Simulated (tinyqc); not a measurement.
Inside a calculation. Method: plane-wave Kohn-Sham cycle with exchange-only LDA in a layered model solid. Computed by tinyqc, a small Python program that keeps every step. Settings: points = 16, plane-wave index or count = 2, electrons = 4, k points = 1, area = 26.0, mixing = 0.8, iteration cap = 75, Pulay depth = 5. Command: `OMP_NUM_THREADS=1 python tinyqc.py 25962 25963 out.jsonl` (the two numbers bound the seeds that draw the settings). One thread of a shared host (Intel(R) Xeon(R) Processor @ 2.60GHz), about 0.01 s of CPU time with the checks. Later iterations appear only in the table of the cycle.

## Iteration 1: potential

A solid whose potential varies along x alone (atomic units):
```
parameter,value
period a,12.600000
cross-section of the cell,26.000000
electrons per cell,4
grid points,16
"plane waves -n..n, n",2
k points,1
V1 in V1 cos(2 pi x/a),-0.560000
```

density at the start, on the grid x_j = j a/N (e/bohr^3): 0.0122100  0.0122100  0.0122100  0.0122100  0.0122100  0.0122100  0.0122100  0.0122100  0.0122100  0.0122100  0.0122100  0.0122100  0.0122100  0.0122100  0.0122100  0.0122100

V_H(G) = 4 pi rho(G)/G^2 for G != 0 (uniform background); v_x = -(3 rho/pi)^(1/3); V = V_ext + V_H + v_x; Fourier components f(G_m) = (1/N) sum_j f(x_j) exp(-i G_m x_j).

Potentials on the grid (hartree):
```
x,V_ext,V_H,v_x,V
0.00000,-0.56000,0.00000,-0.22676,-0.78676
0.78750,-0.51737,0.00000,-0.22676,-0.74413
1.57500,-0.39598,0.00000,-0.22676,-0.62274
2.36250,-0.21430,0.00000,-0.22676,-0.44106
3.15000,0,0.00000,-0.22676,-0.22676
3.93750,0.21430,0.00000,-0.22676,-0.01246
4.72500,0.39598,0.00000,-0.22676,0.16922
5.51250,0.51737,0.00000,-0.22676,0.29061
6.30000,0.56000,0.00000,-0.22676,0.33324
7.08750,0.51737,0.00000,-0.22676,0.29061
7.87500,0.39598,0.00000,-0.22676,0.16922
8.66250,0.21430,0.00000,-0.22676,-0.01246
9.45000,0,0.00000,-0.22676,-0.22676
10.23750,-0.21430,0.00000,-0.22676,-0.44106
11.02500,-0.39598,0.00000,-0.22676,-0.62274
11.81250,-0.51737,0.00000,-0.22676,-0.74413
```

V(G_m), m = 0, 1, 2, ... (hartree): -0.22676  -0.28000  0.00000  0.00000  0.00000

## Iteration 1: Hamiltonian at one k

k = 0.00000 2 pi / a

H(m,m') = (k + G_m)^2/2 delta + V(G_m - G_m'), with V(-G) = V(G).

H (hartree):
```
,-2,-1,+0,+1,+2
-2,0.27058,-0.28000,0.00000,0.00000,0.00000
-1,-0.28000,-0.10242,-0.28000,0.00000,0.00000
+0,0.00000,-0.28000,-0.22676,-0.28000,0.00000
+1,0.00000,0.00000,-0.28000,-0.10242,-0.28000
+2,0.00000,0.00000,0.00000,-0.28000,0.27058
```

## Iteration 1: levels at that k

Diagonalise the Hermitian matrix.

eigenvalues (hartree): -0.60569  -0.25235  0.06258  0.42050  0.48451

## Iteration 1: new density

Motion across x is left out: the lowest 2 band(s) hold two electrons at each of the k points (j + 1/2)/nk - 1/2. Residual R = rho(out) - rho(in); rho(new) = rho(in) + 0.8 R. rho(out) = 2/(a A nk) sum |psi|^2 with psi = sum c exp(i G x). Harris energy E = band energy - dV sum rho (V_H/2 + v_x) + (3/4) dV sum rho v_x with rho(in), dV = a A/N, band energy = (2/nk) sum of the filled levels.

rho(out) (e/bohr^3): 0.0235799  0.0253519  0.0262872  0.0205629  0.0104681  0.0029157  0.0002853  0.0000095  0.0000190  0.0000095  0.0002853  0.0029157  0.0104681  0.0205629  0.0262872  0.0253519

density after iteration 1 (e/bohr^3): 0.0213059  0.0227235  0.0234718  0.0188923  0.0108165  0.0047746  0.0026702  0.0024496  0.0024572  0.0024496  0.0026702  0.0047746  0.0108165  0.0188923  0.0234718  0.0227235

energy per cell = -1.4893210 hartree

## Iteration 2: potential

As before.

Potentials on the grid (hartree):
```
x,V_ext,V_H,v_x,V
0.00000,-0.56000,0.59896,-0.27300,-0.23404
0.78750,-0.51737,0.56245,-0.27892,-0.23385
1.57500,-0.39598,0.44439,-0.28195,-0.23354
2.36250,-0.21430,0.24230,-0.26227,-0.23427
3.15000,0,-0.00945,-0.21778,-0.22723
3.93750,0.21430,-0.25182,-0.16582,-0.20334
4.72500,0.39598,-0.43896,-0.13662,-0.17959
5.51250,0.51737,-0.55293,-0.13275,-0.16831
6.30000,0.56000,-0.59094,-0.13288,-0.16382
7.08750,0.51737,-0.55293,-0.13275,-0.16831
7.87500,0.39598,-0.43896,-0.13662,-0.17959
8.66250,0.21430,-0.25182,-0.16582,-0.20334
9.45000,0,-0.00945,-0.21778,-0.22723
10.23750,-0.21430,0.24230,-0.26227,-0.23427
11.02500,-0.39598,0.44439,-0.28195,-0.23354
11.81250,-0.51737,0.56245,-0.27892,-0.23385
```

V(G_m), m = 0, 1, 2, ... (hartree): -0.20988  -0.01820  0.00667  0.00082  -0.00163

## Iteration 2: Hamiltonian at one k

k = 0.00000 2 pi / a

As before.

H (hartree):
```
,-2,-1,+0,+1,+2
-2,0.28745,-0.01820,0.00667,0.00082,-0.00163
-1,-0.01820,-0.08555,-0.01820,0.00667,0.00082
+0,0.00667,-0.01820,-0.20988,-0.01820,0.00667
+1,0.00082,0.00667,-0.01820,-0.08555,-0.01820
+2,-0.00163,0.00082,0.00667,-0.01820,0.28745
```

## Iteration 2: levels at that k

As before.

eigenvalues (hartree): -0.21483  -0.09316  -0.07498  0.28688  0.29003

## Iteration 2: new density

B (overlaps of the stored error matrices):
```
,1,2
1,1.9201299e-03,-1.1039224e-03
2,-1.1039224e-03,9.4720874e-04
```

Motion across x is left out: the lowest 2 band(s) hold two electrons at each of the k points (j + 1/2)/nk - 1/2. Residual R = rho(out) - rho(in); rho(new) = rho(in) + 0.8 R; Pulay mixing then takes sum c_i of the stored mixed densities, with c from B_ij = sum R_i R_j as in DIIS. rho(out) = 2/(a A nk) sum |psi|^2 with psi = sum c exp(i G x). Harris energy E = band energy - dV sum rho (V_H/2 + v_x) + (3/4) dV sum rho v_x with rho(in), dV = a A/N, band energy = (2/nk) sum of the filled levels.

rho(out) (e/bohr^3): 0.0091855  0.0110913  0.0152958  0.0185196  0.0182833  0.0145094  0.0091526  0.0047198  0.0030312  0.0047198  0.0091526  0.0145094  0.0182833  0.0185196  0.0152958  0.0110913

DIIS coefficients: 0.40415  0.59585

density after iteration 2 (e/bohr^3): 0.0155284  0.0171786  0.0195745  0.0187147  0.0143758  0.0094150  0.0057602  0.0035318  0.0027308  0.0035318  0.0057602  0.0094150  0.0143758  0.0187147  0.0195745  0.0171786

energy per cell = -0.9682233 hartree

## Convergence

Stop when sqrt(dV sum R^2) is below 1e-8, dV = a A/N.

Course of the cycle:
```
iteration,E (hartree),norm of the residual
1,-1.4893210,1.98e-01
2,-0.9682233,1.39e-01
3,-0.9219144,4.91e-02
4,-0.9007979,1.98e-02
5,-0.8985842,2.31e-03
6,-0.8985767,1.31e-03
7,-0.8985646,1.86e-04
8,-0.8985644,2.16e-06
9,-0.8985644,6.03e-06
10,-0.8985644,2.08e-09
```

Converged in 10 iterations. Before convergence this energy mixes input and output and is not variational, so it may rise towards its limit.
